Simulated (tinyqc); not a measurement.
# ESD clamp with bipolar snapback, compact model and design window: effects of single changes

The drain junction multiplies the current that enters it: Igen = (M - 1)(Ic + I0), M = 1/(1 - (Vj/BV)^n). The generated holes leave through the substrate resistance and the base of the parasitic npn: Igen = Vb/Rb + Ic/be, Ic = Is exp(Vb/Vt). Terminal current I = Ic + I0 + Igen and voltage V = Vj + I Ro, per width. Isothermal, constant gain.

Parameters, values chosen for the exercise; values close to those of grounded-gate n-channel clamps: temperature T = 300 K; junction breakdown voltage BV = 9 V; exponent of the multiplication n = 4.2; current gain of the parasitic npn be = 7.4; saturation current Is = 1.1e-17 A/um; junction leakage I0 = 1.3e-12 A/um; substrate resistance Rb = 5600 ohm um; drain ballast and contact resistance Ro = 270 ohm um; failure current for 100 ns It2 = 4.1 mA/um.

Constants: q = 1.602176634e-19 C, kB = 1.380649e-23 J/K, Vt = kB T/q. Results are converted to the units shown.

Each table varies one quantity; the others keep the values above.

## Failure current against pulse length

Power to failure goes as 1/t for pulses shorter than ta = 23 ns (adiabatic) and as 1/sqrt(t) beyond: Pf = P100 sqrt(100 ns/t) for t > ta and Pf(ta) ta/t below, with P100 = Vt2 It2 at 100 ns. The failure current solves V I = Pf on the curve (I(Vb), V(Vb)). For given Vb: Ic, Igen, M = 1 + Igen/(Ic + I0), Vj = BV (1 - 1/M)^(1/n), I and V. Vt1 is the maximum of V along the curve, Vh the following minimum, Vt2 the voltage at I = It2.

Results:
```
t (ns)	Pf (mW/um)	failure current (mA/um)	V at failure (V)	energy (nJ/um)
1	1348	61.29	22.00	1.348
2	674.0	40.86	16.49	1.348
5	269.6	23.03	11.71	1.348
10	134.8	14.34	9.398	1.348
20	67.40	8.537	7.895	1.348
100	28.11	4.100	6.856	2.811
200	19.88	2.985	6.659	3.975
500	12.57	1.915	6.564	6.285
```

Estimate the missing row, t = 50 ns.

Computed row:
```
t (ns)	Pf (mW/um)	failure current (mA/um)	V at failure (V)	energy (nJ/um)
50	39.75	5.545	7.168	1.988
```

With this row back in the table: The failure current falls from 61.3 to 1.91 mA/um, as t^(-0.58) at the start and t^(-0.48) at the end, more slowly than the power since V rises with I. The voltage at failure falls from 22.0 to 6.56 V.

## Effect of the exponent of the multiplication

Same model as above.

It1 and Ih are the currents at Vt1 and Vh.

Effect of the exponent of the multiplication:
```
n	Vt1 (V)	It1 (uA/um)	Vh (V)	Ih (uA/um)	Vt2 (V)	Vt2 - Vt1 (V)
2	9.026	100.2	4.407	2256	4.618	-4.408
2.5	9.026	101.3	5.122	2192	5.345	-3.681
3	9.026	102.2	5.670	2109	5.912	-3.114
3.5	9.026	103.0	6.101	2021	6.363	-2.664
4	9.027	103.6	6.445	1936	6.728	-2.299
4.5	9.027	104.2	6.726	1856	7.030	-1.997
5	9.027	104.8	6.959	1781	7.283	-1.744
5.5	9.027	105.2	7.155	1712	7.498	-1.529
6	9.027	105.7	7.322	1648	7.683	-1.344
```

What does the table show?

As n goes from 2 to 6, Vt1 stays near 9.03 V, It1 rises from 100 to 106 uA/um, Vh rises from 4.41 to 7.32 V and Vt2 rises from 4.62 to 7.68 V. Vt2 exceeds Vt1, the condition for all fingers to turn on, in 0 of the 9 rows.

## Effect of the substrate resistance

Same model as above.

Effect of the substrate resistance:
```
Rb (ohm um)	Vt1 (V)	It1 (uA/um)	Vh (V)	Ih (uA/um)	Vt2 (V)	Vt2 - Vt1 (V)
1200	9.144	557.2	7.692	3460	7.713	-1.431
2600	9.062	240.1	7.043	2600	7.170	-1.892
5600	9.027	103.9	6.564	1903	6.856	-2.171
12000	9.012	45.01	6.220	1366	6.689	-2.322
26000	9.005	19.15	5.972	959.2	6.605	-2.400
56000	9.002	8.143	5.799	667.4	6.565	-2.437
```

What does the comparison show?

As Rb goes from 1200 to 56000 ohm um, Vt1 falls from 9.14 to 9.00 V, It1 falls from 557 to 8.14 uA/um, Vh falls from 7.69 to 5.80 V and Vt2 falls from 7.71 to 6.56 V. Vt2 exceeds Vt1, the condition for all fingers to turn on, in 0 of the 6 rows. It1 goes as Rb^(-1.10); the product It1 Rb, close to the base voltage at the trigger, goes from 0.669 to 0.456 V.

Program tinyqc, `OMP_NUM_THREADS=1 python tinyqc.py 2670109 2670110 out.jsonl`; Intel Xeon 2.30GHz, shared host, one thread, about 0.02 s.
